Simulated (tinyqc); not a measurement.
## Convergence with the mesh in the empty well

In an empty well of width L and depth Vb, level k solves kw L/2 = (k - 1) pi/2 + arctan(sqrt((mw/mb)(Vb - E)/E)) with kw = sqrt(mw E/C), C = hbar^2/(2 m0). Mesh: N intervals across the well, hz = L/N, nodes at (i + 1/2) hz from an edge, mass (mw + mb)/2 on the interval that holds an interface, walls 3 L outside the edges; H_ii = C (1/m_(i-1/2) + 1/m_(i+1/2))/hz^2 + V_i, H_(i,i+1) = -C/(m_(i+1/2) hz^2). No field, no charge.

Parameters, values chosen for the exercise; material values those of a made-up well: mass along z in the well mw = 0.083 m0; mass along z in the barriers mb = 0.113 m0; barrier height Vb = 0.215 eV; well width L = 11.7 nm.

Constants: q = 1.602176634e-19 C, hbar = 1.054571817e-34 J s, m0 = 9.1093837015e-31 kg, hbar^2/(2 m0) = 0.0380998212 eV nm^2. Results are converted to the units shown.

The same in every row: exact E1 (meV) = 19.801.

Convergence with the mesh in the empty well:

| N | E1 on the mesh (meV) | error (%) |
|---|---|---|
| 4 | 15.743 | -20.5 |
| 8 | 18.480 | -6.67 |
| 16 | 19.441 | -1.82 |
| 32 | 19.709 | -0.464 |
| 64 | 19.778 | -0.117 |
| 128 | 19.795 | -0.0292 |

What does the comparison show?

The error goes from -20 % to -0.029 %; between N = 32 and 64 it shrinks by a factor of 4.0, the 4 of a second-order scheme.

Program tinyqc, `OMP_NUM_THREADS=1 python tinyqc.py 2140153 2140154 out.jsonl`; Intel Xeon 2.30GHz, shared host, one thread, about 0.2 s.
